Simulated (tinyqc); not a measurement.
Inside a calculation. Model: energy and delay of logic against supply voltage.

tinyqc, about 0.01 s, one thread, Intel Xeon 2.30GHz (shared host): `OMP_NUM_THREADS=1 python tinyqc.py 2082123 2082124 out.jsonl` Printed values are rounded.

One expression serves below and above threshold: I(Vg) = Ik [ln(1 + exp((Vg - VT + dd V)/(al nf Vt)))]^al, with I_on = I(V) and I_off = I(0). Gate delay td = kd C V/I_on, clock period LD td. Per gate and cycle the switching energy is act C V^2 and the leakage energy I_off V LD td. No short-circuit current, no variation. Minima are sought above 0.09 V; below a few Vt gates no longer switch and the model has no meaning.

Parameters, values chosen for the exercise; values of the order met in logic technologies: temperature T = 330 K; threshold voltage at zero drain bias VT = 0.24 V; slope factor nf = 1.27; barrier lowering per volt of supply dd = 0.06; specific current of a gate Ik = 0.85 uA; exponent of the current law al = 1.79; load capacitance of a gate C = 1.5 fF; delay factor kd = 1; logic depth LD = 12; activity factor act = 0.05; supply voltage V = 0.48 V.

Constants: q = 1.602176634e-19 C, kB = 1.380649e-23 J/K, Vt = kB T/q. Results are converted to the units shown.

## Currents, delay and energies

I_on, I_off, td, clock frequency 1/(LD td), both energies and their sum.

I_on = 10.9678 uA
I_off = 2.37193 nA
td = 65.6466 ps
clock frequency = 1.26942 GHz
switching energy = 17.28 aJ
leakage energy = 0.896884 aJ
energy = 18.1769 aJ

I_on/I_off = 4620; leakage makes up 4.93 % of the energy.

## Starting value

V = 0.3 V.

V at the start = 0.3 V

## Iteration 1: new V

Minimum-energy supply: E(V) is the energy per gate and cycle; with h = 0.001 V, E' = (E(V + h) - E(V - h))/(2 h), E'' = (E(V - h) - 2 E(V) + E(V + h))/h^2, V(new) = V - E'/E''.

E' = 32.9999 aJ/V
E'' = 322.911 aJ/V^2
V after iteration 1 = 0.197805 V

## Iteration 2: new V

As before.

E' = -22.2064 aJ/V
E'' = 820.018 aJ/V^2
V after iteration 2 = 0.224885 V

## Course of the iteration

Stop when the step is below 1e-9 V, or after 40 iterations.

Course of the iteration:
```
iteration	V before the step (V)	step (V)
1	0.3	-0.102
2	0.197805	0.0271
3	0.224885	3.23e-3
4	0.228119	4.99e-5
5	0.228169	1.17e-8
6	0.228169	-3.68e-14
```

Converged in 6 iterations. There leakage makes up 45.2 % of the energy and the clock runs at 111 MHz.
